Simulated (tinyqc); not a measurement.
Worked calculation: Franz-Keldysh effect at a direct gap. Values are carried at full precision from step to step, so a last printed digit may differ when a step is redone from the rounded ones.

Parabolic bands, vertical transitions, no excitons. For each hole band j: mr = me mj/(me + mj); joint density of states J_j(E) = (mr/c)^(3/2) sqrt(E - Eg)/(2 pi^2), both spins, c = hbar^2/2m0; averaged matrix element |e.p|^2 = m0 Ep/6; alpha_j(E) = 4 pi^2 alpha_f c Ep J_j/(3 nr E) in 1/angstrom (alpha_f the fine-structure constant, listed as alpha among the constants), times 1e8 for 1/cm.

In a field Fd (1 kV/cm = 1e-5 V/angstrom) the electro-optic energy of band j is th = (c (e Fd)^2/mr)^(1/3), and sqrt(E - Eg) in J_j is replaced by pi sqrt(th) [Ai'(b)^2 - b Ai(b)^2] with b = (Eg - E)/th; Ai is the Airy function.

Constants: hbar^2/2m0 = 3.80998211 eV angstrom^2; fine-structure constant alpha = 0.007297352564.

Inputs chosen for the exercise (near those of InGaAs; shifted at random, so the results belong to these values and not to a real crystal): Eg = 0.728 eV (direct gap); me = 0.0403 m0 (electron mass); mhh = 0.447 m0 (heavy-hole mass); mlh = 0.0543 m0 (light-hole mass); Ep = 23.6 eV (Kane energy); nr = 3.55 (refractive index); Fd = 69 kV/cm (uniform field); E = 0.826 eV (photon energy); L = 64 micrometre (length of a waveguide).

## Electro-optic energy and length

For each hole band give mr, th and the length th/(e Fd).

Scales:
```
hole   mr (m0)  th (meV)  length (angstrom)
heavy  0.03697    36.610               53.1
light  0.02313    42.802               62.0
```

The light-hole pair has th larger by a factor 1.169, the cube root of the ratio of reduced masses.

## Airy factors at E

Ai is the Airy function, th the electro-optic energy of each hole band from the table (its other columns are not needed here), b = (Eg - E)/th with th in eV; the factor takes the place of sqrt(E - Eg) in the joint density of states.

Form b, Ai(b), Ai'(b) and the factor pi sqrt(th) [Ai'^2 - b Ai^2] for each band, beside sqrt(E - Eg) (zero below the gap).

Factors:
```
hole         b    Ai(b)  Ai'(b)  factor (eV^(1/2))  without field
heavy  -2.6769  -0.2263  0.6005             0.2992         0.3130
light  -2.2896  0.03399  0.6993             0.3196         0.3130
```

## Absorption with and without the field

Put the factors in place of sqrt(E - Eg) in alpha_j and add the bands; a waveguide of length L changes its transmission by 4.343 (alpha(F) - alpha(0)) L dB.

alpha_j in the field (1/cm): heavy 4.27e+03, light 2.26e+03

alpha(F) = 6.52e+03 1/cm
alpha(0) = 6673 1/cm
change of loss = -4.22 dB

Without the field the loss over L is 185 dB, so this energy is of no use for a modulator. Above the gap the field lowers the absorption at this energy; the sign alternates with energy (Franz-Keldysh oscillations). Excitons, which add a sharp peak at low field, are left out.

## Checks

- Airy factor at b = -40 against the zero-field limit sqrt(-b): 6.33 against 6.32.

Computed by tinyqc, a small Python program: `OMP_NUM_THREADS=1 python tinyqc.py 1681335 1681336 out.jsonl` (the numbers bound the seed that draws the inputs); one thread of a shared host (Intel(R) Xeon(R) Processor @ 2.30GHz), about 0.01 s for the whole set of steps.
